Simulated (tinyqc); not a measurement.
MOSFET in the linear regime without short-channel effects, parameter extraction from computed curves: two steps of the calculation.

Inversion charge Q = Cox n Vt W0(exp((Vg - VT)/(n Vt))), W0 the Lambert function and n = nf; u = Q/Cox; mobility mu = mu0/(1 + th1 u + th2 u^2); channel resistance Rch = (L - dL)/(W mu Q); Id = Vd/(Rch + Rsd/W). Cox = eps0 eox/tox. Small Vd, no channel-length or drain effects.

Inputs (values chosen for the exercise); channel values of the order met in silicon transistors: temperature T = 400 K; relative permittivity of the gate insulator (close to silicon dioxide) eox = 3.9; insulator thickness tox = 1.9 nm; low-field mobility mu0 = 400 cm^2/(V s); first mobility attenuation factor th1 = 0.32 1/V; second mobility attenuation factor th2 = 0 1/V^2; threshold voltage VT = 0.62 V; body factor nf = 1.31; gate width W = 1 um; drawn gate length L = 0.23 um; drawn less effective length dL = 0.005 um; source plus drain resistance Rsd = 110 ohm um; drain voltage Vd = 0.01 V.

Constants: q = 1.602176634e-19 C, kB = 1.380649e-23 J/K, Vt = kB T/q, eps0 = 8.8541878128e-14 F/cm where lengths are in cm. Results are converted to the units shown.

Problem 1. Transfer curve. u, mu, Rch and Id as defined.

Vg, point 0 to 9 (V): 0.42  0.52  0.62  0.72  0.82  0.92  1.02  1.12  1.22  1.32

Wanted: u; mu; Rch; Id.

Solution 1.

```
point     u (V)  mu (cm^2/(V s))  Rch (ohm)  Id (uA)
0      5.321e-4            399.9    5.817e5  0.01719
1      0.004466            399.4    6.939e4   0.1439
2       0.02561            396.7    1.218e4   0.8134
3       0.07631            390.5       4155    2.345
4        0.1468            382.1       2208    4.315
5        0.2271            372.9       1462    6.361
6        0.3126            363.6       1089    8.340
7        0.4013            354.5      870.2    10.20
8        0.4921            345.6      727.9    11.93
9        0.5844            337.0      628.7    13.54
```

Problem 2. Threshold and mobility at the peak transconductance. gm_i = (Id_(i+1) - Id_(i-1))/(Vg_(i+1) - Vg_(i-1)); at the point j of largest gm the tangent meets the axis at V_ext = Vg_j - Id_j/gm_j; field-effect mobility gm_j L/(W Cox Vd) with the drawn L.

```
point  Vg (V)      Id (uA)
0        0.42  0.017186523
1        0.52   0.14387528
2        0.62   0.81336696
3        0.72    2.3446730
4        0.82    4.3145088
5        0.92    6.3610212
6        1.02    8.3400288
7        1.12    10.202061
8        1.22    11.934179
9        1.32    13.537999
```

Find: gm; j; V_ext; field-effect mobility.

Solution 2.

gm, point 1 to 8 (uS): 3.9809  11.004  17.506  20.082  20.128  19.205  17.971  16.680
j = 5
V_ext = 0.60397 V
field-effect mobility = 254.72 cm^2/(V s)

V_ext is 16 mV below the model VT, and the mobility so found is 38 % below mu0 L/(L - dL) = 409 cm^2/(V s), the value for the drawn L; attenuation, series resistance and the slow approach of Q to a straight line all lower the peak gm.

Program tinyqc, `OMP_NUM_THREADS=1 python tinyqc.py 2210120 2210121 out.jsonl`; Intel Xeon 2.30GHz, shared host, one thread, about 0.01 s.
